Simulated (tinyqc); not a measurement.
Worked calculation: inversion layer as a triangular well, valleys of the Ge type. Values are carried at full precision from step to step, so a last printed digit may differ when a step is redone from the rounded ones.

Four ellipsoidal valleys (eight halves) with their long axes along <111>, mass ml along the axis and mt across it. For a valley whose axis makes the angle theta with the surface normal, 1/m_z = cos^2(theta)/ml + sin^2(theta)/mt sets the confinement; in the plane the masses are m_1 = mt and m_2 = ml mt/m_z, and m_d = sqrt(m_1 m_2). The Gamma and Delta valleys are left out; the heavy Delta valleys, about 0.18 eV up, can lie lowest under strong confinement.

Constants: e^2/(4 pi eps0) = 14.39964547 eV angstrom; hbar^2/2m0 = 3.80998211 eV angstrom^2; kB = 8.617333262e-05 eV/K.

Inputs chosen for the exercise (near those of Ge; not measured data): ml = 1.566 m0 (longitudinal mass); mt = 0.083 m0 (transverse mass); face = 111 (surface); eps = 16.1 (dielectric constant); Ns = 2.9 x 1e12/cm^2 (electron sheet density); Nd = 0.29 x 1e12/cm^2 (depletion charge); eta = 0.5 (share of Ns in the effective field); T = 300 K (temperature); tox = 14 angstrom (SiO2-equivalent oxide thickness).

## Valley masses on the (111) face

Group the valleys by their angle to the normal, heaviest m_z first.

Valleys (masses in m0):
```
valleys g  cos^2(theta)     m_z     m_1     m_2     m_d
1                1.0000  1.5660  0.0830  0.0830  0.0830
3                0.1111  0.0928  0.0830  1.4012  0.3410
```

The single valley with the heaviest m_z will give the lowest ladder of subbands.

## Effective field

The field is taken as constant, e F = 4 pi (e^2/4 pi eps0)(Nd + eta Ns)/eps, with 1e12/cm^2 = 1e-4/angstrom^2, and the oxide as a hard wall at z = 0; c = hbar^2/2m0.

Find e F, and F in MV/cm (1 MV/cm = 0.01 V/angstrom).

e F = 0.00195562 eV/angstrom
F = 0.1956 MV/cm

## Subband ladders

Level j of a valley lies at E_j = a_j (c (e F)^2/m_z)^(1/3) above the band edge at the surface, with the Airy zeros a_j = 2.338107, 4.087949, 5.520560, 6.786708, 7.944134, 9.022651, 10.040174, 11.008524, 11.936016, 12.828777, and has <z> = 2 E_j/(3 e F).

The ten lowest levels of all groups of valleys together, j = 0, 1, ..., c = hbar^2/2m0; primes mark the groups with lighter m_z.

Subbands:
```
label  valleys g  m_d (m0)  E (eV)  <z> (angstrom)
0              1    0.0830  0.0492           16.76
1              1    0.0830  0.0860           29.31
2              1    0.0830  0.1161           39.58
0'             3    0.3410  0.1262           43.01
3              1    0.0830  0.1427           48.66
4              1    0.0830  0.1671           56.96
5              1    0.0830  0.1898           64.69
6              1    0.0830  0.2112           71.99
1'             3    0.3410  0.2206           75.19
7              1    0.0830  0.2315           78.93
```

The second subband is 1, 36.8 meV above the first.

## Fermi level and populations

Subband i holds n_i = g m_d/(2 pi c) kB T ln(1 + exp((EF - E_i)/kB T)) (spin included), and EF is fixed by sum n_i = Ns over the levels listed or, where none are listed, over j = 0 to 9 of each group; 1e12/cm^2 = 1e-4/angstrom^2.

Solve for EF; c = hbar^2/2m0. The mean distance is sum n_i <z>_i/Ns.

EF = 0.0701 eV

Populations:
```
label  (EF - E)/kB T  n (1e12/cm^2)  share (%)
0               0.81          1.056       36.4
1              -0.61          0.388       13.4
2              -1.78          0.140        4.8
0'             -2.17          1.197       41.3
3              -2.81          0.052        1.8
4              -3.75          0.021        0.7
5              -4.63          0.009        0.3
6              -5.46          0.004        0.1
1'             -5.82          0.033        1.1
7              -6.24          0.002        0.1
```

mean distance from the surface = 32.15 angstrom

The lowest subband holds 36.4 % of the electrons and is partly degenerate (EF within a few kB T of its edge). The fullest is 0', with 41 %, thanks to its larger g m_d.

## Effect on the gate capacitance

The charge sits at the mean distance <z> from the surface, which adds (3.9/eps) <z> to the oxide thickness; C/Cox = tox/(tox + 3.9 <z>/eps). The density-of-states term is left out.

added thickness = 7.79 angstrom
C/Cox = 0.643

## Checks

- Lowest level by finite differences against the Airy formula, eV: both 0.0492.

(tinyqc, `OMP_NUM_THREADS=1 python tinyqc.py 1251724 1251725 out.jsonl`, Intel(R) Xeon(R) Processor @ 2.30GHz, 1 thread, shared host, about 0.03 s.)
